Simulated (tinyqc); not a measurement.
Nuclear against electronic stopping over energy: ion implantation: universal nuclear stopping, Lindhard-Scharff electronic stopping and a Gaussian range profile. Computed by tinyqc, a small Python program. Command: `OMP_NUM_THREADS=1 python tinyqc.py 3018337 3018338 out.jsonl implant walk`. One thread of a shared host (Intel(R) Xeon(R) Processor @ 2.30GHz), about 0.07 s of CPU time with the checks.

An ion slows by elastic collisions with screened nuclei and by friction with electrons; channelling is ignored and the target is uniform.

Inputs (values chosen for the exercise, modelled on indium ions in aluminium):
```
quantity                               value    unit
ion atomic number Z1                      49       -
ion mass M1                              115       u
target atomic number Z2                   13       -
target mass M2                         26.98       u
target density N                        60.2  1/nm^3
scale factor of electronic stopping k    1.3       -
```

Method:
- Reduced energy eps = 32.53 M2 E/(Z1 Z2 (M1 + M2)(Z1^0.23 + Z2^0.23)), E in keV; s_n = ln(1 + 1.1383 eps)/(2 (eps + 0.01321 eps^0.21226 + 0.19593 eps^0.5)) for eps up to 30 and ln(eps)/(2 eps) above; S_n = 8.462 Z1 Z2 M1 s_n/((M1 + M2)(Z1^0.23 + Z2^0.23)) in 1e-15 eV cm^2.
- S_e = k 3.83 Z1^(7/6) Z2/(Z1^(2/3) + Z2^(2/3))^(3/2) sqrt(E/M1) in 1e-15 eV cm^2, E in keV.
- Path length R = int_0^E dE'/(N (S_n + S_e)); energy lost to nuclei nu = int_0^E S_n/(S_n + S_e) dE' (both with E' = E y^3 and 64 Gauss-Legendre points in y).

Stopping (1e-15 eV cm^2) and range:
```
E (keV)         eps     S_n     S_e  R (nm)     nu/E
1        2.2825e-03   87.22    6.88    4.19  0.92393
2        4.5651e-03  120.90    9.72    5.67  0.92514
5        1.1413e-02  176.94   15.37    8.72  0.92373
10       2.2825e-02  225.72   21.74   12.47  0.91985
20       4.5651e-02  275.62   30.75   18.42  0.91274
50       1.1413e-01  332.43   48.61   32.71  0.89624
100      2.2825e-01  357.74   68.75   53.11  0.87557
200      4.5651e-01  358.08   97.23   90.53  0.84357
500      1.1413e+00  313.36  153.73  197.93  0.77256
```

What follows from these numbers?

Nuclear stopping peaks near 200 keV among these rows (eps = 0.46; the universal curve peaks near 0.3). Nuclear stopping leads throughout. The path length grows as E^0.43 at the low end and E^0.85 at the high end; constant stopping would give E^1, and stopping that rises with E, be it nuclear (below its peak) or electronic, gives a lower exponent.

Extremes, crossings and ranges named in words are read from the listed rows.
